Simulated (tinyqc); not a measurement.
Quasi-harmonic thermal expansion with mode Grueneisen parameters: one step, computed by the program tinyqc.

A crystal with two atoms a cell; per atom there are 1 transverse acoustic (TA), 1/2 longitudinal acoustic (LA) and 3/2 optical (O) modes. Every frequency of group i scales as nu_i (V/V0)^(-gamma_i). The acoustic groups have Debye spectra, density 3 nu^2/nu_i^3 up to nu_i (40 Gauss-Legendre points); the optical group has one frequency. Static energy: E = (9 V0 B0/16) [y^3 B' + y^2 (2 - 4 y)], y = (V0/V)^(2/3) - 1, with pressure P_s = (3 B0/2) (z^7 - z^5) [1 + (3/4)(B' - 4)(z^2 - 1)], z = (V0/V)^(1/3).

Question. Properties at the equilibrium volume. For a mode with x = h nu/(k_B T), n = 1/(exp(x) - 1): U = h nu (n + 1/2), C/k_B = x^2 n (n + 1); U_i and C_i sum these over group i with its weight per atom. Phonon pressure P_ph = sum_i gamma_i U_i/V. B_T = -V d(P_s + P_ph)/dV at fixed T (central difference, step 1e-4 V); alpha_V = sum gamma_i C_i k_B/(B_T V), all at V(T); the linear coefficient is alpha_L = alpha_V/3. C_P - C_V = alpha_V^2 B_T V T; the optical frequency is nu_O (V/V0)^(-gamma_O).

Inputs (values chosen for the exercise, modelled on silicon carbide):
```
quantity                       value             unit
static volume V0                10.4  angstrom^3/atom
static bulk modulus B0           225              GPa
static B'                       3.85                -
frequency nu_TA                 11.3              THz
frequency nu_LA                 17.7              THz
frequency nu_O                  24.9              THz
Grueneisen parameter gamma_TA   0.16                -
Grueneisen parameter gamma_LA    1.1                -
Grueneisen parameter gamma_O    0.97                -
temperature T                     50                K
```

Acoustic groups: Debye.

volume V(T) = 10.46630 angstrom^3/atom

Constants: h x 1 THz = 4.135667696 meV; k_B = 8.617333262e-05 eV/K; 1 eV/angstrom^3 = 160.2176634 GPa.

Give: volume change from V0; isothermal bulk modulus B_T; linear expansion coefficient; C_V; C_P - C_V; optical frequency at V(T).

Answer.

volume change from V0 = 0.6375 %

isothermal bulk modulus B_T = 222.3 GPa

linear expansion coefficient = 0.03673 ppm/K

C_V = 0.06842 k_B/atom

C_P - C_V = 1.023e-07 k_B/atom

optical frequency at V(T) = 24.75 THz
